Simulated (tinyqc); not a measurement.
Inputs raised by 2 %, one at a time: longitudinal sound in a periodic multilayer: transfer matrices, stop bands and folded phonons. Computed by tinyqc, a small Python program. Command: `OMP_NUM_THREADS=1 python tinyqc.py 3006319 3006320 out.jsonl multilayer sens`. One thread of a shared host (Intel(R) Xeon(R) Processor @ 2.30GHz), about 0.01 s of CPU time with the checks.

Layers 1 and 2 repeat with period d = d_1 + d_2; waves travel normal to the layers, without loss. State vector (u, s): displacement u and stress divided by omega. Impedances Z = rho v are in 1e6 kg/(m^2 s).

Inputs (values chosen for the exercise, modelled on silicon (layer 1), germanium (layer 2) and gallium arsenide (substrate)):

| quantity | value | unit |
|---|---|---|
| density rho_1 | 2.29 | g/cm^3 |
| velocity v_1 | 8530 | m/s |
| thickness d_1 | 320 | nm |
| density rho_2 | 5.32 | g/cm^3 |
| velocity v_2 | 4980 | m/s |
| thickness d_2 | 186 | nm |
| substrate density | 5.24 | g/cm^3 |
| substrate velocity | 4790 | m/s |
| periods N | 5 | - |

Method:
- Z = rho v; interface reflection r = (Z_2 - Z_1)/(Z_2 + Z_1) (stress amplitude, from 1 into 2); Bragg frequency f_B = 1/[2 (d_1/v_1 + d_2/v_2)]; long-wave velocity v_eff = d/sqrt[(d_1/v_1)^2 + (d_2/v_2)^2 + (Z_1/Z_2 + Z_2/Z_1)(d_1/v_1)(d_2/v_2)].
- A layer maps (u, s) by [[cos p, sin p/Z], [-Z sin p, cos p]], p = 2 pi f d_i/v_i; one period is M = M_2 M_1, and cos(q d) = trace(M)/2.
- For N periods A = M^N. A wave comes from a thick layer of material 1 and leaves into the substrate (Z_s): transmitted power T = 4 Z_1 Z_s/|Z_1 A_22 + Z_s A_11 - i (Z_1 Z_s A_12 - A_21)|^2, reflected power R = 1 - T.
- Gap m contains m f_B; its edges, where trace(M)/2 = (-1)^m, are found by root search. Weak-contrast estimate of the width: (4 f_B/pi) |r sin(m pi a)|, a = (d_1/v_1)/(d_1/v_1 + d_2/v_2).

Runs:

| input moved | from | to | Bragg frequency f_B (GHz) | width/f_B (%) | transmitted power at f_B | lower edge (GHz) |
|---|---|---|---|---|---|---|
| base run | - | - | 6.6788 | 19.327 | 0.21675 | 6.0334 |
| density rho_1 (g/cm^3) | 2.29 | 2.3358 | 6.6788 | 18.080 | 0.25332 | 6.0750 |
| velocity v_1 (m/s) | 8530 | 8700.6 | 6.7450 | 18.079 | 0.25336 | 6.1353 |
| thickness d_1 (nm) | 320 | 326.4 | 6.6125 | 19.324 | 0.21684 | 5.9736 |
| density rho_2 (g/cm^3) | 5.32 | 5.4264 | 6.6788 | 20.572 | 0.18154 | 5.9918 |
| velocity v_2 (m/s) | 4980 | 5079.6 | 6.7448 | 20.569 | 0.18162 | 6.0511 |
| thickness d_2 (nm) | 186 | 189.72 | 6.6128 | 19.326 | 0.21678 | 5.9738 |
| substrate density (g/cm^3) | 5.24 | 5.3448 | 6.6788 | 19.327 | 0.22058 | 6.0334 |

Exponents ln(y'/y) / ln(x'/x):

| input | Bragg frequency f_B | width/f_B | transmitted power at f_B | lower edge |
|---|---|---|---|---|
| density rho_1 | 0.000 | -3.368 | 7.873 | 0.347 |
| velocity v_1 | 0.499 | -3.372 | 7.881 | 0.846 |
| thickness d_1 | -0.504 | -0.009 | 0.021 | -0.503 |
| density rho_2 | 0.000 | 3.153 | -8.951 | -0.349 |
| velocity v_2 | 0.496 | 3.144 | -8.928 | 0.148 |
| thickness d_2 | -0.501 | -0.003 | 0.008 | -0.501 |
| substrate density | 0.000 | 0.000 | 0.884 | 0.000 |

Which inputs matter most for each result?

Among the inputs moved here: Bragg frequency f_B answers most in size to thickness d_1 (exponent -0.504), and about equally to thickness d_2 (-0.501), velocity v_1 (+0.499), velocity v_2 (+0.496); its exponent is below 0.0005 for density rho_1, density rho_2, substrate density. Its exponent 0.000 in density rho_1: f_B depends on transit times alone. Its exponent 0.000 in density rho_2: f_B depends on transit times alone. width/f_B answers most in size to velocity v_1 (exponent -3.372), and about equally to density rho_1 (-3.368); its exponent is below 0.0005 for substrate density. Its exponent 0.000 in substrate density: the bands belong to the infinite stack. Transmitted power at f_B answers most in size to density rho_2 (exponent -8.951), and about equally to velocity v_2 (-8.928). Lower edge answers most in size to velocity v_1 (exponent +0.846), next to thickness d_1 (-0.503); its exponent is below 0.0005 for substrate density.
